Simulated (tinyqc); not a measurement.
The square root of alpha at three temperatures: phonon-assisted absorption at an indirect gap.

alpha(E) = sum_j A_j [N_j (E - Eg + w_j)^2 + (N_j + 1)(E - Eg - w_j)^2], each bracket counted only where its base is positive; N_j = 1/(exp(w_j/kB T) - 1). The first term absorbs a phonon and the second emits one; excitons and direct transitions are left out.

Constants: kB = 8.617333262e-05 eV/K.

Parameters, chosen for this exercise (out of a larger set: loosely those of SiC at room temperature; Eg is not tied to T; not measured data):
- Eg = 3.223 eV (indirect gap, held fixed unless listed)
- w = (72.3, 46.6) meV (two zone-edge phonons)
- A = (2600, 580) 1/(cm eV^2) (their strengths)

The gap is held fixed, so only the phonon occupations change.

sqrt(alpha) (1/cm^(1/2)):
```
E - Eg (eV)   150 K   300 K   600 K
-0.04         0.104   0.426   0.952
-0.02         0.195   0.737   1.617
0.00          0.293   1.064   2.306
0.02          0.393   1.395   3.004
0.04          0.494   1.729   3.705
0.07          0.862   2.315   4.816
0.10          2.083   3.403   6.267
0.15          4.820   6.076   9.421
0.20          7.635   8.999  12.909
0.30         13.300  15.011  20.188
0.45         21.817  24.132  31.336
0.60         30.339  33.286  42.566
```

What does the comparison show, and why?

Below the gap only phonon absorption acts: at E - Eg = -0.02 eV sqrt(alpha) is 0.195, 0.737 and 1.617 at 150, 300 and 600 K. A straight line through the last two rows meets the axis at E - Eg = +0.0660, +0.0546 and +0.0314 eV: the intercept is roughly a weighted mean of the thresholds, not the gap, and it moves from the emission side towards Eg as the occupations grow. At the last row alpha grows by a factor 1.97 from the lowest to the highest temperature at fixed gap.

tinyqc: `OMP_NUM_THREADS=1 python tinyqc.py 1680935 1680936 out.jsonl`; about 0.01 s, one thread, shared Intel(R) Xeon(R) Processor @ 2.30GHz.
